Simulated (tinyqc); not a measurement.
# Two channel transmissions from conductance and noise

Inverse problem. A contact has two spin-degenerate channels: G = (2 q^2/h)(T1 + T2), Fano factor F = [T1 (1 - T1) + T2 (1 - T2)]/(T1 + T2), T1 > T2. Find T1 and T2.

G in units of 2 q^2/h = 0.81
Fano factor = 0.33419753

Answer. With g = T1 + T2, T1^2 + T2^2 = g (1 - F), so (T1 - T2)^2 = 2 g (1 - F) - g^2.

T1 = 0.730
T2 = 0.0800

Numbers from tinyqc (`OMP_NUM_THREADS=1 python tinyqc.py 2740113 2740114 out.jsonl`; about 0.07 s on one thread of a shared Intel Xeon 2.30GHz).
